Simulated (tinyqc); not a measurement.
Long-channel MOSFET, surface-potential model: one step of the calculation.

n-channel transistor on a uniformly doped p-type body, gradual-channel approximation, constant mobility, Boltzmann statistics, full ionisation. Potentials are counted from the neutral body; V is the electron quasi-Fermi potential, Vsb at the source and Vsb + Vds at the drain. Charges are magnitudes per area.

Task. Charges and current of the charge-sheet model. psi_0 and psi_L solve Vgs + Vsb - Vfb - psi = gamma sqrt(G) at V = Vsb and Vsb + Vds. Qi = Cox gamma [sqrt(G) - sqrt(psi - Vt)], G = psi - Vt + Vt exp((psi - 2 phiF - V)/Vt), at both ends. With U = Vgs + Vsb - Vfb: drift = mu (W/L) Cox [U (psi_L - psi_0) - (psi_L^2 - psi_0^2)/2 - (2/3) gamma ((psi_L - Vt)^1.5 - (psi_0 - Vt)^1.5)]; diffusion = mu (W/L) Vt (Qi0 - QiL).

Values chosen for this exercise; material values those of a made-up semiconductor: temperature T = 300 K; flat-band voltage Vfb = -0.6 V; channel mobility mu = 630 cm^2/(V s); gate width W = 10 um; gate length L = 0.5 um; source-body reverse bias Vsb = 0.5 V; gate-source voltage Vgs = 1.68 V; drain-source voltage Vds = 2 V.

Constants: q = 1.602176634e-19 C, kB = 1.380649e-23 J/K, Vt = kB T/q. Results are converted to the units shown.

psi_0 = 1.6953627 V
psi_L = 1.9672688 V
phiF = 0.54291906 V
Cox = 0.20328492 uF/cm^2
gamma = 0.58329400 V^0.5

Find: Qi0; QiL; drift current; diffusion current; drain current.

Result.

Qi0 = 67.28 nC/cm^2
QiL = 7.090e-28 nC/cm^2
drift current = 115.0 uA
diffusion current = 21.92 uA
drain current = 136.9 uA

Drift carries 84.0 % of the current. The drain end is pinched off: its charge is under 1 % of that at the source.

Numbers from tinyqc (`OMP_NUM_THREADS=1 python tinyqc.py 2360011 2360012 out.jsonl`; about 0.03 s on one thread of a shared Intel Xeon 2.30GHz).
